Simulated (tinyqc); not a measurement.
Self-consistent Fermi level with native defects, at growth and after a quench. Changing the dopant density N_X. Computed by tinyqc, a small Python program. Command: `OMP_NUM_THREADS=1 python tinyqc.py 3001827 3001828 out.jsonl scfermi sweep`. One thread of a shared host (Intel(R) Xeon(R) Processor @ 2.30GHz), about 0.1 s of CPU time with the checks.

Energies are counted from the top of the valence band (VBM); when the gap shrinks with temperature the conduction band moves and the levels stay. The added dopant is taken as fully ionised. D and A draw on one reservoir with opposite signs, as the two vacancies of a compound do.

Inputs (values chosen for the exercise, for a model semiconductor):
```
quantity                                value   unit
gap E_g at 300 K                         1.45     eV
slope -dE_g/dT above 300 K            0.00031   eV/K
electron mass m_e                      0.0636    m_0
valleys M_c                                 1      -
hole mass m_h                           0.556    m_0
E_f of the neutral native donor D       1.442     eV
E_f of the neutral native acceptor A    1.506     eV
shift s of the chemical potential       -0.26     eV
site density N_s                      1.9e+22  cm^-3
growth temperature T_g                   1040      K
temperature of use T                      300      K
```

Added shallow dopant: acceptor.

levels of D above the VBM, most positive state first (eV): 0.561  0.584  0.729

levels of A above the VBM, (0/-1) first (eV): 0.155  0.616  0.84

Constants: m_0 = 9.1093837015e-31 kg; k_B = 1.380649e-23 J/K; h = 6.62607015e-34 J s; k_B = 8.617333262e-05 eV/K.

Method:
- E_f(D, 0) = input + s and E_f(A, 0) = input - s; E_f(q, E_F = 0) follows from the levels, eps(q/q-1) = E_f(q - 1) - E_f(q) at E_F = 0.
- E_g(T) = E_g - slope x max(0, T - 300 K).
- N_c = 2 M_c (2 pi m_e k_B T/h^2)^(3/2) and N_v = 2 (2 pi m_h k_B T/h^2)^(3/2), masses in units of m_0.
- At growth T = T_g.
- n = N_c F_1/2((E_F - E_g)/k_B T), p = N_v F_1/2(-E_F/k_B T).
- F_1/2(eta) = (2/sqrt(pi)) int_0^infinity sqrt(x)/(1 + exp(x - eta)) dx, by the trapezoid rule in t = sqrt(x) with step 0.02 up to t = 12 (for eta < -12 by exp(eta) - exp(2 eta)/2^(3/2)).
- In equilibrium c_q = N_s exp(-(E_f(q, 0) + q E_F)/k_B T).
- Net charge = p - n + sum q c_q - N_X; the log ratio is ln(positive charge/negative charge).
- E_F is the root of the log ratio, by 50 bisections between -0.5 eV and E_g + 0.5 eV.
- After a quench the totals of D and A stay as grown, and each is shared among its charge states with weights exp(-(E_f(q, 0) + q E_F)/k_B T).

One run for each value; columns: (1) dopant density N_X (cm^-3); (2) E_F at growth (eV); (3) total D (cm^-3); (4) total A (cm^-3); (5) E_F after the quench (eV); (6) n after the quench (cm^-3); (7) p after the quench (cm^-3):
```
(1)           (2)         (3)         (4)      (5)    (6)         (7)
1.00e+15  0.68663  1.1520e+17  7.1333e+16  0.64090  10291  1.7805e+08
4.00e+15  0.68606  1.1588e+17  7.0509e+16  0.64018  10007  1.8311e+08
2.00e+16  0.68300  1.1967e+17  6.6253e+16  0.63637   8636  2.1219e+08
7.00e+16  0.67329  1.3317e+17  5.4528e+16  0.62528   5625  3.2577e+08
3.00e+17  0.63518  2.1905e+17  2.6446e+16  0.59594   1808  1.0136e+09
1.00e+18  0.58541  5.1802e+17  1.1278e+16  0.57447    788  2.3259e+09
4.00e+18  0.53206  1.7162e+18  5.0134e+15  0.55645    392  4.6696e+09
2.00e+19  0.47662  7.6462e+18  2.3641e+15  0.53899    200  9.1740e+09
7.00e+19  0.43609  2.5442e+19  1.4274e+15  0.52657    124  1.4831e+10
3.00e+20  0.39049  1.0527e+20  8.3948e+14  0.51284     73  2.5222e+10
```

Describe and explain the trends.

Over the rows, E_F at growth (eV) falls from 0.687 to 0.390 (exponent d ln y / d ln x -6.0e-4 between the first rows and -0.076 between the last); total D (cm^-3) rises from 1.15e17 to 1.05e20 (exponent d ln y / d ln x 0.0043 between the first rows and 0.98 between the last); total A (cm^-3) falls from 7.13e16 to 8.39e14 (exponent d ln y / d ln x -0.0084 between the first rows and -0.36 between the last). At the high end the exponent of total D is 0.98, close to 1: native donors form in proportion to the added acceptors. The density of carriers of the sign that the dopant should give, relative to N_X, goes after the quench from 1.8e-5 % to 8.4e-9 %. Doping moves E_F at growth, which lowers E_f of the compensating defect by its charge times the shift.

Caution (rows 7.00e19, 3.00e20): above about 2e19 cm^-3 defects interact, pair and form bands, which the dilute model leaves out.
